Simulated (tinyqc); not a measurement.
Sputter depth profiling of a dopant layer: erosion rate, quantification and the mixing-roughness response. Which input was changed? Computed by tinyqc, a small Python program. Command: `OMP_NUM_THREADS=1 python tinyqc.py 3026637 3026638 out.jsonl sims which`. One thread of a shared host (Intel(R) Xeon(R) Processor @ 2.30GHz), about 0.8 s of CPU time with the checks.

A rastered ion beam erodes silicon (49.94 atoms per nm^3). The measured profile is the true one convolved with a depth response.

Inputs (values chosen for the exercise, modelled on a dopant in silicon under an oxygen or caesium beam):

| quantity | value | unit |
|---|---|---|
| beam energy E | 2.7 | keV |
| beam current | 28 | nA |
| raster side | 200 | um |
| sputter yield at 1 keV | 1.1 | - |
| mixing length at 1 keV | 1.8 | nm |
| roughness sigma | 0.78 | nm |
| depth of the top edge z0 | 48 | nm |
| box width b | 13 | nm |
| box concentration C | 4.7e+20 | 1/cm^3 |
| relative sensitivity factor RSF | 3.7e+20 | 1/cm^3 |
| matrix count rate | 2.7e+06 | 1/s |
| background count rate | 4.7 | 1/s |
| counting time per point | 1 | s |
| level that defines the junction C_B | 6e+16 | 1/cm^3 |

True profile: box.

Constants: e = 1.602176634e-19 C.

Method:
- Scaling chosen for the exercise: yield Y = Y1 E^0.5, mixing length w = w1 E^0.5 (E in keV).
- Erosion rate = Y I/(e x raster^2 x density); depth step = rate x counting time; concentration = RSF x counts/matrix counts; detection limit = RSF x 3 sqrt(background x time)/(matrix rate x time).
- Mixing alone turns a layer at z0 into (1/w) exp(-(z - z0 + w)/w) for z > z0 - w; roughness adds a Gaussian of width sigma. With x = z - z0 + w: g(x) = (1/(2w)) exp(sigma^2/(2 w^2) - x/w) erfc((sigma/w - x/sigma)/sqrt2), and its integral G(x) = (1/2) erfc(-x/(sigma sqrt2)) - w g(x). Measured: C [G(x) - G(x - b)].
- Find the maximum, the full width at half maximum and the deep point where the profile falls to C_B; far down, the trailing edge decays by w ln(10) per decade.
- Convolution adds means and variances: the response has mean 0 (shift -w plus exponential mean w) and variance w^2 + sigma^2; a box adds the mean b/2 and the variance b^2/12.

Problem. One of these inputs alone was changed, within the range given: beam energy E (1.35 to 5.4); roughness sigma (0.39 to 1.56); level that defines the junction C_B (3e+16 to 1.2e+17); box concentration C (2.35e+20 to 9.4e+20). Which one, and to what value?

Results:

| run | standard deviation (nm) | peak concentration (1/cm^3) | erosion rate (nm/s) |
|---|---|---|---|
| before | 4.841460 | 4.588636e+20 | 0.1581298 |
| after | 4.866356 | 4.575415e+20 | 0.1581298 |

Solution.

Each candidate set to reproduce standard deviation, and what it then gives:

| candidate | range searched | value needed | peak concentration (1/cm^3) | erosion rate (nm/s) |
|---|---|---|---|---|
| beam energy E (keV) | 1.35 to 5.4 | 2.775 | 4.5834e+20 | 0.16030 |
| roughness sigma (nm) | 0.39 to 1.56 | 0.9220 | 4.5754e+20 | 0.15813 |
| level that defines the junction C_B (1/cm^3) | 3e+16 to 1.2e+17 | no effect | - | - |
| box concentration C (1/cm^3) | 2.35e+20 to 9.4e+20 | no effect | - | - |

Only roughness sigma fits every result: it went from 0.78 to 0.922 nm. The next best candidate, beam energy E, misses one result by 1.4 %.
